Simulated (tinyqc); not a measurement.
# Schottky diode by thermionic emission with image-force lowering and series resistance: a Richardson plot

Metal on an n-type semiconductor with one parabolic valley; V > 0 is forward bias (metal positive). I = I0 [exp(Vj/(n Vt)) - 1] with Vj = V - I Rs; I0 = S A* T^2 exp(-(phi - dphi)/Vt), the lowering dphi taken at zero bias.

A* = 4 pi q me m0 kB^2/h^3 (times 1e-4 for A/(cm^2 K^2)); Nc = 2 (2 pi me m0 kB T/h^2)^1.5 (times 1e-6 for cm^-3); xi = Vt ln(Nc/Nd), Vbi = phi - xi; surface field Em = sqrt(2 q Nd (Vbi - V - Vt)/(eps0 eps_r)); dphi = sqrt(q Em/(4 pi eps0 eps_r)). Here V = 0 in Em; phi is held fixed.

Values chosen for this exercise; band and dielectric values those of a made-up semiconductor: electron mass me = 0.32 m0; relative permittivity eps_r = 10.9; barrier height seen from the metal phi = 0.31 eV; donor density Nd = 8.5e16 cm^-3; area S = 0.00054 cm^2.

Constants: q = 1.602176634e-19 C, kB = 1.380649e-23 J/K, h = 6.62607015e-34 J s, m0 = 9.1093837015e-31 kg, Vt = kB T/q, eps0 = 8.8541878128e-14 F/cm where lengths are in cm. Results are converted to the units shown.

A Richardson plot:
```
T (K),dphi (meV),I0 (A),ln(I0/(S T^2)),1/Vt (1/V)
200,32.79,8.590e-5,-12.44,58.02
240,32.04,0.001741,-9.790,48.35
280,31.20,0.01561,-7.905,41.44
320,30.25,0.08352,-6.495,36.26
360,29.17,0.3152,-5.403,32.23
400,27.93,0.9279,-4.534,29.01
450,26.04,2.777,-3.673,25.79
```

What does the comparison show?

I0 grows by 4.51 decades. The line through the end rows has the slope -0.2718 eV and the intercept ln(28.1 A/(cm^2 K^2)), against phi = 0.31 eV and A* = 38.5. The difference comes from the lowering: dphi falls from 32.8 to 26.0 meV.

Computed by the program tinyqc: `OMP_NUM_THREADS=1 python tinyqc.py 2640023 2640024 out.jsonl`, one thread of a shared Intel Xeon 2.30GHz, about 0.01 s for the whole run.
